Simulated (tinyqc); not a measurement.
Zener tunnelling in a reverse-biased junction, two-band WKB: two steps of the calculation.

Abrupt p-n junction, depletion approximation. Energies E are counted from the conduction-band edge of the neutral n side; its Fermi level lies at dn, that of the p side at dn - V, and the valence-band edge of the neutral p side at Em = dn + dp - V. Tunnelling needs 0 < E < Em. Two-band dispersion with equal masses m: inside the gap kappa = sqrt(m u (1 - u/Eg)/C), u the distance from a band edge, C = hbar^2/(2 m0).

Parameters, values chosen for the exercise; band and dielectric values close to those of gallium arsenide: temperature T = 300 K; band gap Eg = 1.41 eV; relative permittivity eps_r = 12.8; conduction-band density of states at 300 K Nc = 4.42e17 cm^-3; valence-band density of states at 300 K Nv = 9.12e18 cm^-3; band-edge mass of the two-band model m = 0.065 m0; acceptor density Na = 1.6e19 cm^-3; donor density Nd = 9.5e17 cm^-3; bias of the p side V = -1 V.

Constants: q = 1.602176634e-19 C, kB = 1.380649e-23 J/K, hbar = 1.054571817e-34 J s, m0 = 9.1093837015e-31 kg, Vt = kB T/q, eps0 = 8.8541878128e-14 F/cm where lengths are in cm, hbar^2/(2 m0) = 0.0380998212 eV nm^2. Results are converted to the units shown.

Question 1. Fermi levels and built-in voltage. Nd = Nc F12(dn/Vt), Na = Nv F12(dp/Vt), F12(x) = (2/sqrt(pi)) int_0^infinity sqrt(u)/(1 + exp(u - x)) du; dn = EF - Ec on the n side, dp = Ev - EF on the p side (negative outside the bands); Vbi = Eg + dn + dp.

Give: dn; dp; Vbi.

Answer 1.

dn = 0.03887 eV
dp = 0.03019 eV
Vbi = 1.479 V

Boltzmann statistics would give dn = 0.0198 eV and dp = 0.0145 eV. At zero bias the bands of the two sides overlap by dn + dp.

Question 2. Width, field and exponent. W = sqrt(2 eps0 eps_r (Vbi - V)(1/Na + 1/Nd)/q), mean field F = (Vbi - V)/W, peak field 2 F. In a uniform field F the exponent is S = pi sqrt(m/C) Eg^1.5/(4 F). Transverse energy Et = C kt^2/m raises it to S (1 + 4 Et/Eg), so T = exp(-S) exp(-Et/Eb) with Eb = Eg/(4 S). KJ = (2 q^2/h) m/(4 pi C) (times 1e14 for A/cm^2 per eV^2).

Vbi = 1.4790631 V

Find: W; mean field; S; exp(-S); Eb; tunnelling length Eg/F.

Answer 2.

W = 62.538 nm
mean field = 0.39641 MV/cm
S = 43.328
exp(-S) = 1.5231e-19
Eb = 8.1356 meV
tunnelling length Eg/F = 35.569 nm

Range of the model: Parabolic densities of states, no band tails and no gap narrowing, all of which matter at such doping.

Numbers from tinyqc (`OMP_NUM_THREADS=1 python tinyqc.py 2620020 2620021 out.jsonl`; about 0.01 s on one thread of a shared Intel Xeon 2.30GHz).
